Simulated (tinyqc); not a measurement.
Anisotropic elasticity and sound waves of a cubic crystal: one step, computed by the program tinyqc.

Voigt order 1..6 = xx, yy, zz, yz, xz, xy, with engineering shear strains. The rotated frame has x' as named, z' along the wafer normal and y' = z' x x'.

Problem. Sound waves along the wave normal. In the cube axes, with unit normal n: G_ij = (C12 + C44) n_i n_j + (C44 - H n_i^2) delta_ij, eigenvalues rho v^2, eigenvectors u (columns, largest component positive). Group velocity V_i = [(C12 + C44)(u.n) u_i + C44 n_i - H u_i^2 n_i]/(rho v); its angle to n has cosine v/|V|.

Inputs (values chosen for the exercise, modelled on titanium nitride): C12 = 162.7 GPa; C44 = 160.7 GPa; density rho = 5.377 g/cm^3.

Frame: (001) wafer, x' along [110].

wave normal (not normalised): [4, 1.5, 1.2]

H = -149.4 GPa

Give: Christoffel matrix; phase velocities; polarisations; group speeds; angles between V and n.

Solution.

Christoffel matrix (GPa), rows x, y, z:
$$\begin{pmatrix}
544.9 & 98.5 & 78.8 \\
98.5 & 214.7 & 29.6 \\
78.8 & 29.6 & 195.3
\end{pmatrix}$$

phase velocities (m/s): [5681, 5967, 10474]

polarisations, rows x, y, z, columns slow, fast, longitudinal:
$$\begin{pmatrix}
-0.0515 & -0.3319 & 0.9419 \\
-0.4983 & 0.8259 & 0.2638 \\
0.8655 & 0.4557 & 0.2079
\end{pmatrix}$$

group speeds (m/s): [5793, 6243, 10575]

angles between V and n (degree): [11.26, 17.11, 7.92]

Energy flows off the wave normal by up to 17.1 degrees, for the fast transverse wave.
